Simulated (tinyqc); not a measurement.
Heisenberg magnet: exchange from energy differences, ordering vector, linear spin waves and ordering temperature. Inputs raised by 2 %, one at a time. Computed by tinyqc, a small Python program. Command: `OMP_NUM_THREADS=1 python tinyqc.py 3015592 3015593 out.jsonl magnon sens`. One thread of a shared host (Intel(R) Xeon(R) Processor @ 2.30GHz), about 0.6 s of CPU time with the checks.

H = -sum over pairs <ij> J_ij S_i.S_j - K sum_i (S_i^z)^2, each pair once, J > 0 ferromagnetic. First neighbours: 12 at a (0.5, 0.5, 0), second: 6 at a (1, 0, 0), with all permutations and signs.

Inputs (values chosen for the exercise, for a model magnet):

| quantity | value | unit |
|---|---|---|
| exchange J1 | 0.0663 | meV |
| exchange J2 | 0.016 | meV |
| spin S | 3.5 | - |
| single-ion anisotropy K | 0.00025 | meV |
| mesh divisions n | 16 | - |
| temperature T | 11 | K |

Lattice: fcc. Order: ferromagnetic.

wave vector q (2 pi/a): 0.29  0.15  0.061

Constants: h x 1 THz = 4.135667696 meV; k_B = 8.617333262e-05 eV/K.

Method:
- J(q) = J1 g1(q) + J2 g2(q), g_s(q) = sum over shell s of cos(q.R).
- g_s(q) = sum over shell s of cos(q.R), z1 = g1(0). E(q) = S [J(0) - J(q)] + (2S - 1) K, J(q) = J1 g1 + J2 g2. The factor 2S - 1 removes the anisotropy for S = 1/2.
- Mesh: q = sum_i (m_i + 1/2)/n b_i, m_i = 0..n-1, b = [[-1, 1, 1], [1, -1, 1], [1, 1, -1]] in 2 pi/a; <..> is the mean over the mesh.
- n = 1/(exp(E/(k_B T)) - 1); no zero-point loss; thermal loss <n>; moment = S less the losses.
- K left out. Mean field: k_B T = S (S + 1) J(Q)/3 at the ordering vector Q; random-phase (Tyablikov): k_B T = [S (S + 1)/3] / <1/(J(Q) - J(q))>; Curie-Weiss theta = S (S + 1) J(0)/(3 k_B).

Runs:

| input moved | from | to | E(q) (meV) | thermal loss | mean-field ordering temperature (K) | random-phase ordering temperature (K) |
|---|---|---|---|---|---|---|
| base run | - | - | 1.103 | 0.1157 | 54.32 | 42.68 |
| exchange J1 (meV) | 0.0663 | 0.067626 | 1.121 | 0.1121 | 55.29 | 43.42 |
| exchange J2 (meV) | 0.016 | 0.01632 | 1.107 | 0.1151 | 54.44 | 42.80 |
| spin S | 3.5 | 3.57 | 1.125 | 0.1114 | 56.27 | 44.21 |
| single-ion anisotropy K (meV) | 0.00025 | 0.000255 | 1.103 | 0.1157 | 54.32 | 42.68 |
| temperature T (K) | 11 | 11.22 | 1.103 | 0.1202 | 54.32 | 42.68 |

Exponents ln(y'/y) / ln(x'/x):

| input | E(q) | thermal loss | mean-field ordering temperature | random-phase ordering temperature |
|---|---|---|---|---|
| exchange J1 | 0.824 | -1.625 | 0.893 | 0.865 |
| exchange J2 | 0.177 | -0.295 | 0.109 | 0.137 |
| spin S | 1.000 | -1.927 | 1.779 | 1.779 |
| single-ion anisotropy K | 0.001 | -0.009 | 0.000 | 0.000 |
| temperature T | 0.000 | 1.922 | 0.000 | 0.000 |

Which inputs matter most for each result?

Among the inputs moved here: E(q) answers most in size to spin S (exponent +1.000), next to exchange J1 (+0.824); its exponent is below 0.0005 for temperature T. thermal loss answers most in size to spin S (exponent -1.927), and about equally to temperature T (+1.922). Mean-field ordering temperature answers most in size to spin S (exponent +1.779), next to exchange J1 (+0.893); its exponent is below 0.0005 for single-ion anisotropy K, temperature T. random-phase ordering temperature answers most in size to spin S (exponent +1.779), next to exchange J1 (+0.865); its exponent is below 0.0005 for single-ion anisotropy K, temperature T.
